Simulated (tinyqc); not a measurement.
From wire to sheet: nanosheet or nanowire with hard walls, valleys of the Ge type.

Four ellipsoidal valleys along <111>: inverse mass tensor w = 1/mt + (1/ml - 1/mt) a a^T with a the unit axis. Device axes: x along the channel, z = [001], y = z x x. The Gamma and Delta valleys are left out; the heavy Delta valleys, about 0.18 eV up, lie lowest once the L levels pass about 0.2 eV.

Hard walls around a W x H rectangle. The block w_c of w in (y, z) confines; the transport mass follows from 1/m_x = w_xx - w_xc w_c^-1 w_cx. The cross-section problem c (w_yy ky^2 + 2 w_yz ky kz + w_zz kz^2), c = hbar^2/2m0, is solved in products sin(n pi y/W) sin(l pi z/H), n, l = 1 to 12; if w_yz = 0 the levels are c pi^2 (w_yy n^2/W^2 + w_zz l^2/H^2). The w_yz term couples (n, l) to (n', l') by -2 c w_yz D_nn'(W) D_ll'(H) with D_nm(L) = 4 n m/(L (n^2 - m^2)) for n + m odd and 0 otherwise.

Without degeneracy the line density is N1 exp((EF - Ec)/kB T) with N1 = sum 2 g sqrt(m_x kB T/(4 pi c)) exp(-E/kB T), here over n, l up to 80 where w_yz = 0 and over all levels of a 12 x 12 sine basis otherwise; the classical value is W H Nc with Nc = 2 g_all (m_dos kB T/(4 pi c))^(3/2), m_dos = (ml mt^2)^(1/3); dVt = kB T ln(W H Nc/N1).

Constants: hbar^2/2m0 = 3.80998211 eV angstrom^2; kB = 8.617333262e-05 eV/K.

Parameters, chosen for this exercise (near those of Ge; shifted at random, so the results belong to these values and not to a real crystal): ml = 1.586 m0 (longitudinal mass); mt = 0.083 m0 (transverse mass); T = 300 K (temperature); g_all = 4 (number of valleys); channel = 110 (transport direction x on a (001) wafer); H = 40 angstrom (height, along z = [001]); Ws = (30, 40, 50, 65, 85, 110, 140) angstrom (widths).

Valleys:
```
group  valleys g      w_yy     w_zz   |w_yz|  m_x (m0)
A              2   4.43641  8.24230  5.38234   0.08300
B              2  12.04819  8.24230  0.00000   1.08500
```

Lowest level of each group (groups ordered by w_zz, then w_yy) and dVt against the width.

Results:
```
W (angstrom)  A1 (eV)  B1 (eV)  dVt (mV)
30             0.2926   0.6971     273.0
40             0.2378   0.4769     225.4
50             0.2180   0.3749     209.7
65             0.2063   0.3009     198.8
85             0.2003   0.2564     189.3
110            0.1974   0.2312     182.0
140            0.1959   0.2168     177.3
```

dVt falls from 273 to 177 mV. Group A is lowest at every width, by 405 meV in the narrowest and 21 meV in the widest. At the widest W the lowest level is 0.1959 eV; the film limit c pi^2 w_zz/H^2 of that group is 0.1937 eV.

Computed by tinyqc, a small Python program: `OMP_NUM_THREADS=1 python tinyqc.py 1250052 1250053 out.jsonl` (the numbers bound the seed that draws the inputs); one thread of a shared host (Intel(R) Xeon(R) Processor @ 2.30GHz), about 0.2 s for the whole set of steps.
